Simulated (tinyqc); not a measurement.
MOSFET in saturation, small-signal circuit and noise: two steps of the calculation.

Bias by the inversion coefficient IC = I/Ispec (charge-based model with velocity saturation; weak inversion below 0.1, strong above 10). Common-source circuit: gm, gds, Cgs, Cgd and Cj at the inner nodes, Rg in series with the gate; quasi-static, no source or drain resistance, no gate-body capacitance, no substrate network, no induced gate noise, so fmax is an upper estimate.

Values chosen for this exercise:
```
symbol   value         unit                                   meaning
T          400            K                               temperature
L          180           nm                               gate length
W           40           um                          total gate width
Cox       2.33      uF/cm^2                          gate capacitance
mu         300   cm^2/(V s)                                  mobility
n         1.42                                           slope factor
Ls          25           nm                velocity-saturation length
sg       0.014                                           ratio gds/gm
IC          38                                  inversion coefficient
gw         0.1               short-channel excess of the noise factor
Nt      1.5e17  cm^-3 eV^-1                        oxide trap density
lt         0.1           nm          tunnelling length into the oxide
ac        1000        V s/C            Coulomb scattering coefficient
```

Constants: q = 1.602176634e-19 C, kB = 1.380649e-23 J/K, Vt = kB T/q. Results are converted to the units shown.

Problem 1. Current, transconductance and gain. Ispec = 2 n mu Cox (W/L) Vt^2, lc = Ls/L, gms = [sqrt((lc IC + 1)^2 + 4 IC) - 1]/[2 + lc (lc IC + 1)], gm = gms Ispec/(n Vt), gds = sg gm.

Wanted: Ispec; I; gms; gm; gds; gm/I.

Solution 1.

Ispec = 524.1 uA
I = 1.992e4 uA
gms = 4.469
gm = 47.86 mS
gds = 0.6700 mS
gm/I = 2.403 1/V

Problem 2. Noise at the gate. Channel noise Sid = 4 kB T gam n gm with gam = (1/2 + (2/3) qs)/(1 + qs) + gw lc IC, qs = [sqrt(1 + 4 IC) - 1]/2, lc = Ls/L (the last term an empirical rise with velocity saturation); at the gate, white noise Sw = Sid/gm^2 + 4 kB T Rg. Number fluctuation with correlated mobility: S(f) = K/f, K = q^2 Vt lt Nt/(W L Cox^2) (1 + ac mu Cox I/gm)^2, Vt in eV with Nt per eV. Corner fc = K/Sw. Full shot noise would be 2 q I.

I = 19917.387 uA
gm = 47.858165 mS
Rg = 5.2314815 ohm

Give: gam; Sid; Sid/(2 q I); sqrt(Sw); K; fc.

Solution 2.

gam = 1.170
Sid = 1.756e-21 A^2/Hz
Sid/(2 q I) = 0.2751
sqrt(Sw) = 0.9392 nV/Hz^0.5
K = 5.658e-12 V^2
fc = 6.415 MHz

The gate resistance gives 13 % of the white noise power.

Computed by the program tinyqc: `OMP_NUM_THREADS=1 python tinyqc.py 2150059 2150060 out.jsonl`, one thread of a shared Intel Xeon 2.30GHz, about 0.01 s for the whole run.
